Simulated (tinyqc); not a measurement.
Band bending at a free surface with one surface level, surface photovoltage and Kelvin probe: two steps of the calculation.

n-type bulk, xi = Ec - EF = Vt ln(Nc/Nd), p0 = ni^2/Nd, ni = sqrt(Nc Nv) exp(-Eg/(2 Vt)), Eg in volts. b is the upward band bending, u = b/Vt. Space charge per area, in units of q: Qc = sign(b) sqrt((2 eps0 eps_r Vt/q) [(Nd + dn)(exp(-u) - 1) + Nd u + (p0 + dn)(exp(u) - 1)]), with dn the excess density under light (flat quasi-Fermi levels; 0 in the dark). The level holds -Ns f, f = 1/(1 + exp((xi + b - Es)/Vt)). Neutrality: Qc + Qf + (charge of the states) = 0.

Parameters, values chosen for the exercise; band and dielectric values those of a made-up semiconductor: temperature T = 300 K; band gap Eg = 1.04 eV; relative permittivity eps_r = 12.9; conduction-band density of states at T Nc = 2.49e19 cm^-3; valence-band density of states at T Nv = 2.73e19 cm^-3; electron affinity chi = 4.7 eV; donor density Nd = 3.1e15 cm^-3; excess carrier density under light dn = 2.6e14 cm^-3.

Constants: q = 1.602176634e-19 C, kB = 1.380649e-23 J/K, Vt = kB T/q, eps0 = 8.8541878128e-14 F/cm where lengths are in cm. Results are converted to the units shown.

Task 1. Bulk quantities. xi, ni, p0, the Debye length sqrt(eps0 eps_r Vt/(q Nd)) and the flat-band work function chi + xi.

Give: xi; ni; p0; Debye length; chi + xi.

Result 1.

xi = 0.2324 eV
ni = 4.793e10 cm^-3
p0 = 7.409e5 cm^-3
Debye length = 77.10 nm
chi + xi = 4.932 eV

Task 2. Surface photovoltage. Under chopped light the surface charge keeps its dark value, so b falls to bL with Qc(bL, dn) = Qc(b, 0); the photovoltage is b - bL. Qc rises with b, so bL follows by bisection.

converged b = 0.31926423 V

Find: bL; photovoltage; share of b removed; excess holes at the surface, dn exp(bL/Vt).

Result 2.

bL = 0.1177 V
photovoltage = 201.6 mV
share of b removed = 63.14 %
excess holes at the surface, dn exp(bL/Vt) = 2.466e16 cm^-3

tinyqc, about 0.01 s, one thread, Intel Xeon 2.30GHz (shared host): `OMP_NUM_THREADS=1 python tinyqc.py 2430102 2430103 out.jsonl`
